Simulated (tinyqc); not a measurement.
Bandgap voltage reference from two bipolar transistors: two steps of the calculation.

Two transistors of area 1 and N carry the same current I. Is(T) = Is (T/T0)^eta exp[(Vg0 q/kB)(1/T0 - 1/T)], VBE1 = Vt ln(I/Is(T)) + I rb, VBE2 = Vt ln(I/(N Is(T))) + I rb/N. The amplifier forces I R1(T) = VBE1 - VBE2 + Vos, with R(T) = R (1 + tc (T - T0)) for both resistors, and the output is Vref = VBE1 + I R2(T). Base currents and the Early effect are neglected.

Values chosen for this exercise; values of the order met in silicon bipolar transistors:

| symbol | value | unit | meaning |
|---|---|---|---|
| T0 | 300 | K | reference temperature |
| Vg0 | 1.155 | V | band-gap voltage extrapolated to 0 K |
| eta | 4.2 |  | temperature exponent of the saturation current |
| Is | 5.5e-16 | A | saturation current of the unit transistor at T0 |
| N | 8 |  | area ratio of the second transistor |
| R1 | 33 | kohm | resistor across which the difference of VBE falls, at T0 |
| tc | 0 | ppm/K | temperature coefficient of both resistors |
| Vos | -0.5 | mV | offset of the amplifier |
| rb | 73 | ohm | series resistance of the unit transistor |
| R2 | 425.2 | kohm | output resistor at T0 |
| T | 358 | K | temperature |

Constants: q = 1.602176634e-19 C, kB = 1.380649e-23 J/K. Results are converted to the units shown.

Problem 1. Operating point at the reference temperature. Vt = kB T/q; I = (Vt ln N + Vos)/(R1(T) - rb (1 - 1/N)). Evaluate at T = T0.

Give: Vt; I; Is(T); VBE1; I R2; Vref.

Solution 1.

Vt = 0.025852 V
I = 1.6170 uA
Is(T) = 5.5000e-16 A
VBE1 = 0.56373 V
I R2 = 0.68755 V
Vref = 1.2513 V

Problem 2. Operating point at another temperature. 

Wanted: Vt; I; Is(T); VBE1; I R2; Vref.

Solution 2.

Vt = 0.030850 V
I = 1.9326 uA
Is(T) = 1.6080e-12 A
VBE1 = 0.43202 V
I R2 = 0.82172 V
Vref = 1.2537 V

From T0 to T, VBE1 changes by -132 mV and I R2 by 134 mV, which leaves 2.46 mV in Vref.

tinyqc, about 0.02 s, one thread, Intel Xeon 2.30GHz (shared host): `OMP_NUM_THREADS=1 python tinyqc.py 2062003 2062004 out.jsonl`
